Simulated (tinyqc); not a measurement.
Low-temperature mobility of a two-dimensional electron gas with static screening: one step, computed by the program tinyqc. Command: `OMP_NUM_THREADS=1 python tinyqc.py 3017464 3017465 out.jsonl twodeg walk`. One thread of a shared host (Intel(R) Xeon(R) Processor @ 2.30GHz), about 0.01 s of CPU time with the checks.

One subband is filled, the gas is degenerate and scatters at the Fermi circle; one permittivity serves on both sides of the interface. All formulas are in SI units, masses times m_0. Piezoelectric and polar phonons are left out, and n_s is taken as set by a gate, independent of N_i.

Task: The integrands at a few angles. Form factors with u = q/b: screening G(q) = [1 + 9u/8 + 3u^2/8]/(1 + u)^3, remote charge P(q) = exp(-q d)/(1 + u)^3. Dielectric function eps(q) = 1 + q_TF G(q)/q, with q = 2 k_F sin(theta/2). Roughness: <|U|^2> = (e F)^2 S(q), S = pi Delta^2 Lambda^2/(1 + q^2 Lambda^2/2)^(3/2). Remote charges: <|U|^2> = N_i [e^2 P(q)/(2 eps eps_0 q)]^2. The last two columns are (m/(pi hbar^3)) <|U|^2>/eps(q)^2.

Inputs (values chosen for the exercise, modelled on an InAs channel): in-plane mass m = 0.0304 m_0; mass across the layer m_z = 0.0308 m_0; permittivity eps = 15.2; roughness height Delta = 0.35 nm; correlation length Lambda = 4.1 nm; remote charge density N_i = 6.7e+10 1/cm^2; distance d of the charges from the interface = 38 nm.

Wave function: Fang-Howard. Roughness spectrum: exponential.

k_F = 0.2020908 1/nm

b = 0.2468313 1/nm

q_TF = 0.07558905 1/nm

effective field F = 0.04309498 MV/cm

Constants: m_0 = 9.1093837015e-31 kg; hbar = 1.054571817e-34 J s; e = 1.602176634e-19 C; eps_0 = 8.8541878128e-12 F/m.

Give: Integrands (1e9/(s rad)).

Result:

Integrands (1e9/(s rad)):
```
theta (degrees)  q (1/nm)        G  eps(q)  roughness  remote charges
5                 0.01763  0.87993  4.7727      1.014      1.1198e+03
15                0.05276  0.70334  2.0077      5.554      2.3166e+01
30                0.10461  0.53497  1.3866     10.566      9.2114e-02
60                0.20209  0.36111  1.1351     11.556      5.1382e-06
90                0.28580  0.27920  1.0738      9.178      1.7762e-09
135               0.37342  0.22438  1.0454      6.626      5.6471e-13
180               0.40418  0.20972  1.0392      5.871      3.5203e-14
```

Caution: E_F exceeds 1.1 (hbar^2 e^2 F^2/2 m_z)^(1/3), of the order of the first subband spacing (1.75 times that in a triangular well, less with self-consistent band bending), so a second subband may fill.
